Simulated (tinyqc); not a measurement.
From results back to parameters: five-level k.p model folded onto the conduction band. Four cases, with inputs chosen for the exercise.

Problem. The levels are known; the mass and the g factor at E = Eg are given. Find Ep and Ep2.

Second-order sums for the lowest conduction level at E: 1/m = 1 + Cm + (Ep/3)(2/E + 1/(E + Dso)) - (Ep2/3)(2/(E7 + D2 - E) + 1/(E7 - E)); g/2 = 1 + Cg - (Ep/3)(1/E - 1/(E + Dso)) - (Ep2/3)(1/(E7 - E) - 1/(E7 + D2 - E)). E is counted from the top of the valence band; E = Eg at the edge.

Case 1.

Values chosen (near those of InAs; the results hold for these values, not for the real material): Eg = 0.42 eV (gap at Gamma to the s-like level); Dso = 0.393 eV (spin-orbit splitting); E7 = 4.35 eV (upper Gamma7 conduction level, from the valence top); D2 = 0.17 eV (its spin-orbit splitting, Gamma8 above Gamma7); Cm = -2 (remote term in 1/m); Cg = -0.02 (remote term in g/2).

m = 0.02502670 m0
g = -14.346008

Case 2.

Values chosen (near those of InAs; the results hold for these values, not for the real material): Eg = 0.414 eV (gap at Gamma to the s-like level); Dso = 0.392 eV (spin-orbit splitting); E7 = 4.34 eV (upper Gamma7 conduction level, from the valence top); D2 = 0.17 eV (its spin-orbit splitting, Gamma8 above Gamma7); Cm = -0.2 (remote term in 1/m); Cg = 0 (remote term in g/2).

m = 0.02282394 m0
g = -14.768426

Case 3.

Values chosen (near those of InSb; the results hold for these values, not for the real material): Eg = 0.244 eV (gap at Gamma to the s-like level); Dso = 0.811 eV (spin-orbit splitting); E7 = 3.09 eV (upper Gamma7 conduction level, from the valence top); D2 = 0.3 eV (its spin-orbit splitting, Gamma8 above Gamma7); Cm = -1 (remote term in 1/m); Cg = 0 (remote term in g/2).

m = 0.01404190 m0
g = -48.539686

Case 4.

Values chosen (near those of InAs; the results hold for these values, not for the real material): Eg = 0.421 eV (gap at Gamma to the s-like level); Dso = 0.39 eV (spin-orbit splitting); E7 = 4.45 eV (upper Gamma7 conduction level, from the valence top); D2 = 0.15 eV (its spin-orbit splitting, Gamma8 above Gamma7); Cm = -1.4 (remote term in 1/m); Cg = -0.02 (remote term in g/2).

m = 0.02416648 m0
g = -14.601392

Find: coefficients of (Ep, Ep2); right-hand sides 1/m - 1 - Cm and 1 + Cg - g/2; Ep, Ep2.

Solution. Both sums are linear in Ep and Ep2, so two equations fix them.

Case 1.

coefficients of (Ep, Ep2) (1/eV):
```
         1         2
1  1.99731  -0.24742
2  0.38365   0.00352
```

right-hand sides 1/m - 1 - Cm and 1 + Cg - g/2: 40.9573  8.1530

Ep, Ep2 (eV): 21.20  5.60

Case 2.

coefficients of (Ep, Ep2) (1/eV):
```
         1         2
1  2.02387  -0.24766
2  0.39159   0.00352
```

right-hand sides 1/m - 1 - Cm and 1 + Cg - g/2: 43.0136  8.3842

Ep, Ep2 (eV): 21.40  1.20

Case 3.

coefficients of (Ep, Ep2) (1/eV):
```
         1         2
1  3.04820  -0.32903
2  1.05016   0.01117
```

right-hand sides 1/m - 1 - Cm and 1 + Cg - g/2: 71.2154  25.2698

Ep, Ep2 (eV): 24.00  5.90

Case 4.

coefficients of (Ep, Ep2) (1/eV):
```
         1         2
1  1.99455  -0.24226
2  0.38075   0.00297
```

right-hand sides 1/m - 1 - Cm and 1 + Cg - g/2: 41.7796  8.2807

Ep, Ep2 (eV): 21.70  6.20

Computed by tinyqc, one run a case: `OMP_NUM_THREADS=1 python tinyqc.py N N+1 out.jsonl` with N = 1050296, 1050330, 1050340, 1050359; one thread of a shared Intel(R) Xeon(R) Processor @ 2.30GHz, about 0.01 s a run at most.
